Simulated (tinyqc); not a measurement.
From results back to parameters: band edges of strained Si(1-x)Ge(x) on relaxed Si(1-y)Ge(y). Three cases, with inputs chosen for the exercise.

Problem. A layer on a (001) buffer has its Delta valleys split into the four in the plane and the two along z: E(Delta4) - E(Delta2) = XuD (e_par - e_perp), e_perp = -2 (C12/C11) e_par, e_par = (a(y) - a(x))/a(x). The splitting is given; find the strain and the Ge fraction y of the buffer.

Values are linear in the Ge fraction but for ED(x) = linear - CD x (1 - x) and a(x) = linear - Ca x (1 - x). Energies are on the common scale of Ev.

Case 1.

Values chosen (end members near Si and Ge, in this order; shifted at random, so the results belong to these values and not to a real crystal):
- a = (5.436, 5.658) angstrom (lattice constant)
- Ca = 0 angstrom (bowing of the lattice constant)
- XuD = (8.88, 9.44) eV (uniaxial potential, Delta)
- C11 = (164.2, 127.5) GPa
- C12 = (64.6, 48.4) GPa
- x = 0.33 (Ge fraction of the layer)

E(Delta4) - E(Delta2) = -0.214465 eV

Case 2.

Values chosen (end members near Si and Ge, in this order; shifted at random, so the results belong to these values and not to a real crystal):
- a = (5.427, 5.654) angstrom (lattice constant)
- Ca = 0 angstrom (bowing of the lattice constant)
- XuD = (9.39, 9.6) eV (uniaxial potential, Delta)
- C11 = (166.4, 127.9) GPa
- C12 = (63.3, 48.9) GPa
- x = 0 (Ge fraction of the layer)

E(Delta4) - E(Delta2) = 0.242055 eV

Case 3.

Values chosen (end members near Si and Ge, in this order; shifted at random, so the results belong to these values and not to a real crystal):
- a = (5.437, 5.657) angstrom (lattice constant)
- Ca = 0 angstrom (bowing of the lattice constant)
- XuD = (9.5, 9.43) eV (uniaxial potential, Delta)
- C11 = (164, 128) GPa
- C12 = (63.8, 48.5) GPa
- x = 1 (Ge fraction of the layer)

E(Delta4) - E(Delta2) = -0.232072 eV

Find: e_par; a(y); y.

Solution. e_par = splitting/(XuD (1 + 2 C12/C11)) with the values at x; a(y) = a(x)(1 + e_par); a(y) rises steadily with y, so one root lies in the range.

Case 1.

e_par = -0.01330
a(y) = 5.4360 angstrom
y = 0

Case 2.

e_par = 0.01464
a(y) = 5.5065 angstrom
y = 0.350

Case 3.

e_par = -0.01400
a(y) = 5.5778 angstrom
y = 0.640

Computed by tinyqc, one run a case: `OMP_NUM_THREADS=1 python tinyqc.py N N+1 out.jsonl` with N = 1080697, 1080760, 1080776; one thread of a shared Intel(R) Xeon(R) Processor @ 2.30GHz, about 0.02 s a run at most.
